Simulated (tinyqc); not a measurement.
From results back to parameters: heavy doping: gap narrowing, degeneracy and the minority density. Five cases, with inputs chosen for the exercise.

Problem. Narrowing at two dopings was computed from hidden E0 and N0, with N0 below Na.

Empirical narrowing (Slotboom form, constants chosen for the exercise; published fits of this form give the apparent narrowing, here it is taken as the true one): dEg = E0 [ln(N/N0) + sqrt(ln(N/N0)^2 + C)].

Find: N0; E0.

Method. The ratio dEg(Nb)/dEg(Na) depends on N0 alone and rises steadily with it; solve for ln N0 by bisection, then E0 from either value.

Case 1.

Values chosen (out of a larger set: gap and densities of states near those of Si at this temperature; narrowing constants near the fits for Si; not measured data): C = 0.5 (smoothing constant); Na = 1.2e+18 1/cm^3; Nb = 3.6e+19 1/cm^3.

dEg(Na) = 31.9897 meV
dEg(Nb) = 77.7538 meV

Solution.

N0 = 1.2e+17 1/cm^3
E0 = 6.79 meV

Case 2.

Values chosen (out of a larger set: gap and densities of states near those of InP at this temperature; narrowing constants of the size fitted for Si, not for this material; not measured data): C = 0.5 (smoothing constant); Na = 1.1e+18 1/cm^3; Nb = 3.3e+19 1/cm^3.

dEg(Na) = 36.7481 meV
dEg(Nb) = 89.3196 meV

Solution.

N0 = 1.1e+17 1/cm^3
E0 = 7.80 meV

Case 3.

Values chosen (out of a larger set: gap and densities of states near those of Si at this temperature; narrowing constants near the fits for Si; not measured data): C = 0.5 (smoothing constant); Na = 1.4e+18 1/cm^3; Nb = 4.2e+19 1/cm^3.

dEg(Na) = 36.4183 meV
dEg(Nb) = 88.5180 meV

Solution.

N0 = 1.4e+17 1/cm^3
E0 = 7.73 meV

Case 4.

Values chosen (out of a larger set: gap and densities of states near those of Ge at this temperature; narrowing constants of the size fitted for Si, not for this material; not measured data): C = 0.5 (smoothing constant); Na = 8.1e+17 1/cm^3; Nb = 2.4e+19 1/cm^3.

dEg(Na) = 41.4123 meV
dEg(Nb) = 100.4387 meV

Solution.

N0 = 8.1e+16 1/cm^3
E0 = 8.79 meV

Case 5.

Values chosen (out of a larger set: gap and densities of states near those of Si at this temperature; narrowing constants near the fits for Si; not measured data): C = 0.5 (smoothing constant); Na = 1.2e+18 1/cm^3; Nb = 3.6e+19 1/cm^3.

dEg(Na) = 28.3149 meV
dEg(Nb) = 68.8219 meV

Solution.

N0 = 1.2e+17 1/cm^3
E0 = 6.01 meV

Computed by tinyqc, one run a case: `OMP_NUM_THREADS=1 python tinyqc.py N N+1 out.jsonl` with N = 1680912, 1681005, 1681010, 1681086, 1681110; one thread of a shared Intel(R) Xeon(R) Processor @ 2.30GHz, about 0.01 s a run at most.
